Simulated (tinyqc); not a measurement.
Conductance of a narrow metal strip with scatterers (square lattice, Green functions): one step. Green function and transmission.

A strip of W sites across with hard walls, site energy 0 and hopping -t. Mode n = 1 to W has profile chi_n(j) = sqrt(2/(W + 1)) sin(n j pi/(W + 1)) and energy en = -2t cos(n pi/(W + 1)); E = en - 2t cos(kn a). With z_n = exp(i kn a) (Im k > 0 for closed modes, |z| < 1) each lead gives the self-energy -t z_n in mode n. One column carries the site energies v, here one foreign atom. In the mode basis V_nm = sum_j chi_n(j) v_j chi_m(j), G = (E - en + 2 t z_n - V)^-1, and t_nm = 2t sqrt(sin(kn a) sin(km a)) G_nm in size for open modes. T = sum |t_nm|^2, conductance (2e^2/h) T.

Constants: e^2/h = 3.874045865e-05 S.

Parameters, chosen for this exercise (out of a larger set: hopping and spacing of the size met in Cu or Al; the lattice is a model; not measured data): t = 1.33 eV (hopping).

Modes:
```
n    en (eV)    cos(k a)                      z  dE/dk (eV angstrom)
1  -1.880904  -1.1770316             -0.5562230             0.000000
2   0.000000  -0.4699248  -0.4699248+0.8827064i             5.916958
3   1.880904   0.2371820   0.2371820+0.9714652i             6.511926
```

V (eV), lower triangle:
```
           n=1  n=2       n=3
n=1   1.800000
n=2          0    0
n=3  -1.800000    0  1.800000
```

Question. E - en + 2 t z_n = 2t (z_n - cos(kn a)). Invert, form |t_nm|^2 = (2t)^2 Im(z_n) Im(z_m) |G_nm|^2 and sum. The added resistance is 1/(2 (e^2/h) T) less the same for the clean strip.

Give: G; |t_nm|^2; T; added resistance.

Answer.

G (1/eV):
```
                n=1       n=2             n=3
n=1  0.4851-0.9320i    0.0000  0.5956-0.0770i
n=2          0.0000  -0.4259i          0.0000
n=3  0.5956-0.0770i    0.0000  0.0492-0.0064i
```

|t_nm|^2, lower triangle:
```
     n=1     n=2     n=3
n=1    0
n=2    0  1.0000
n=3    0       0  0.0164
```

T = 1.0164
added resistance = 6245 ohm

Mode 3 passes least (0.016) and mode 2 most (1.000); 0.0 % of the transmitted flux changes mode.

(tinyqc, `OMP_NUM_THREADS=1 python tinyqc.py 1450272 1450273 out.jsonl`, Intel(R) Xeon(R) Processor @ 2.30GHz, 1 thread, shared host, about 0.01 s.)
